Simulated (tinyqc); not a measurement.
Changing the temperature of the worked step T: nucleation and growth of vacancy voids in a cooling silicon-like crystal. Computed by tinyqc, a small Python program. Command: `OMP_NUM_THREADS=1 python tinyqc.py 3012155 3012156 out.jsonl voids sweep`. One thread of a shared host (Intel(R) Xeon(R) Processor @ 2.30GHz), about 0.05 s of CPU time with the checks.

Spherical voids; vacancies are lost only to voids.

Inputs (values chosen for the exercise, for a model crystal):

| quantity | value | unit |
|---|---|---|
| vacancy density at the melting point C_m | 6.3e+14 | 1/cm^3 |
| formation energy E_f | 3.92 | eV |
| melting point T_m | 1685 | K |
| diffusion prefactor D0 | 0.0004 | cm^2/s |
| migration energy E_m | 0.38 | eV |
| site density rho | 5e+22 | 1/cm^3 |
| void surface energy gamma | 0.944 | J/m^2 |
| ratio (V/G)/xi_c | 1.65 | - |
| limit of the excess at high V/G | 1.4e+14 | 1/cm^3 |

Vacancy supply: from V/G.

Constants: k_B = 8.617333262e-05 eV/K; k_B = 1.380649e-23 J/K; e = 1.602176634e-19 C.

Method. C = C_x (u - 1)/(u + 0.2) with u = (V/G)/xi_c, a form chosen for the exercise. C_e = C_m exp[-(E_f/k_B)(1/T - 1/T_m)]; D = D0 exp(-E_m/(k_B T)); f = k_B T ln(C/C_e); r* = 2 gamma/(rho f); W* = 16 pi gamma^3/(3 rho^2 f^2); Z = f/sqrt(12 pi W* k_B T); I = rho Z (4 pi r* D C) exp(-W*/(k_B T)).

One run for each value:

| temperature of the worked step T (K) | rate I (1/(cm^3 s)) | W*/(k_B T) | critical radius r* (nm) | C_e (1/cm^3) |
|---|---|---|---|---|
| 1300 | 1.296e+10 | 32.9 | 0.3864 | 2.124e+11 |
| 1320 | 4.278e+07 | 38.6 | 0.4216 | 3.608e+11 |
| 1340 | 2.434e+04 | 46.0 | 0.4638 | 6.035e+11 |
| 1360 | 1.061e+00 | 56.0 | 0.5155 | 9.943e+11 |
| 1370 | 1.811e-03 | 62.3 | 0.5458 | 1.269e+12 |
| 1390 | 1.007e-10 | 78.9 | 0.6188 | 2.047e+12 |
| 1410 | 1.621e-21 | 103.7 | 0.7144 | 3.256e+12 |
| 1430 | 1.261e-38 | 142.9 | 0.8447 | 5.112e+12 |

Describe the trends.

Over the rows, rate I (1/(cm^3 s)) falls from 1.30e10 to 1.26e-38 (exponent d ln y / d ln x -370 between the first rows and -2800 between the last); W*/(k_B T) rises from 32.9 to 143 (exponent d ln y / d ln x 10 between the first rows and 23 between the last); critical radius r* (nm) rises from 0.386 to 0.845 (exponent d ln y / d ln x 5.7 between the first rows and 12 between the last).

Caution (rows 1300): at such a rate voids would have used up the initial excess before the crystal cooled to this T.
